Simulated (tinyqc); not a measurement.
Raising U: Hubbard chain of 2 sites, mean field against exact. Computed by the program tinyqc. Collinear unrestricted mean field (the lowest of 40 random starts) against exact diagonalisation.

one-body matrix (hopping and site energies) (eV):
```
         1        2
1   0.0400  -1.2700
2  -1.2700   0.2600
```

electrons, up and down: 1  1

Exact and mean-field results (eV):
```
U            U/t    E exact  E mean field  mean |n_up - n_down|  double occupancy, exact  first gap in the sector
0.6400    0.5039  -1.947425     -1.927603                0.0000                   0.2203                   2.2474
1.2700    1.0000  -1.688807     -1.611348                0.0000                   0.1906                   1.9888
2.5400    2.0000  -1.273064     -0.974763              1.41e-04                   0.1389                   1.5731
3.8100    3.0000  -0.971907     -0.548624                0.7439                   0.1004                   1.2719
5.0800    4.0000  -0.753259     -0.335954                0.8655                   0.0734                   1.0533
7.6200    6.0000  -0.469535     -0.123651                0.9427                   0.0421                   0.7695
10.1600   8.0000  -0.299850     -0.017640                0.9682                   0.0264                   0.5999
15.2400  12.0000  -0.112265      0.088290                0.9860                   0.0128                   0.4123
25.4000  20.0000   0.048472      0.172991                0.9950                   0.0049                   0.2515
```

What does the comparison show, and why?

In absolute terms mean field is worst at U/t = 3.0, 0.423 eV too high: at small U it is nearly exact, and at large U it misses only exchange-scale energies. Its local moments set in at U/t = 3.0 of those listed, a broken symmetry that the exact state of a finite cluster with equal spins does not have. Relative to the exact energy its error is 1.0 % at the smallest U, 257 % at most and 257 % at the largest. The double occupancy falls from 0.220 to 0.005.
